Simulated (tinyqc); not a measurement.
From results back to parameters: optical gain and spontaneous emission in a bulk direct-gap semiconductor. Three cases, with inputs chosen for the exercise.

Problem. The gain spectrum crosses zero at E0 = Eg + Fc + Fv; n = p is hidden.

F_j(eta) = (1/Gamma(j + 1)) integral_0^infinity x^j dx/(1 + exp(x - eta)), which tends to exp(eta) for eta << 0.

Quasi-Fermi levels: n = Nc F_1/2(Fc/kT) and p = Nv F_1/2(Fv/kT), Fc counted up from the conduction edge and Fv down from the valence edge; Nc, Nv from N = 2 (m kB T/(4 pi c))^(3/2) with c = hbar^2/2m0, in 1/angstrom^3; times 1e24 for 1/cm^3, with me and (mhh^(3/2) + mlh^(3/2))^(2/3).

Constants: hbar^2/2m0 = 3.80998211 eV angstrom^2; kB = 8.617333262e-05 eV/K.

Case 1.

Values chosen (near those of InP; shifted at random, so the results belong to these values and not to a real crystal): Eg = 1.342 eV (direct gap); me = 0.0808 m0 (electron mass); mhh = 0.592 m0 (heavy-hole mass); mlh = 0.0892 m0 (light-hole mass); T = 400 K.

E0 = 1.48235 eV

Case 2.

Values chosen (near those of GaAs; shifted at random, so the results belong to these values and not to a real crystal): Eg = 1.385 eV (direct gap); me = 0.0649 m0 (electron mass); mhh = 0.503 m0 (heavy-hole mass); mlh = 0.0836 m0 (light-hole mass); T = 200 K.

E0 = 1.42544 eV

Case 3.

Values chosen (near those of GaAs; shifted at random, so the results belong to these values and not to a real crystal): Eg = 1.384 eV (direct gap); me = 0.0694 m0 (electron mass); mhh = 0.477 m0 (heavy-hole mass); mlh = 0.081 m0 (light-hole mass); T = 200 K.

E0 = 1.45920 eV

Find: Fc; Fv; n.

Solution. Fc + Fv rises steadily with n, so one n gives E0 - Eg; solve by bisection on ln n.

Case 1.

Fc = 0.167 eV
Fv = -0.026 eV
n = 7.5e+18 1/cm^3

Case 2.

Fc = 0.063 eV
Fv = -0.022 eV
n = 1.3e+18 1/cm^3

Case 3.

Fc = 0.086 eV
Fv = -0.011 eV
n = 2.2e+18 1/cm^3

Computed by tinyqc, one run a case: `OMP_NUM_THREADS=1 python tinyqc.py N N+1 out.jsonl` with N = 1680112, 1680175, 1680211; one thread of a shared Intel(R) Xeon(R) Processor @ 2.30GHz, about 0.09 s a run at most.
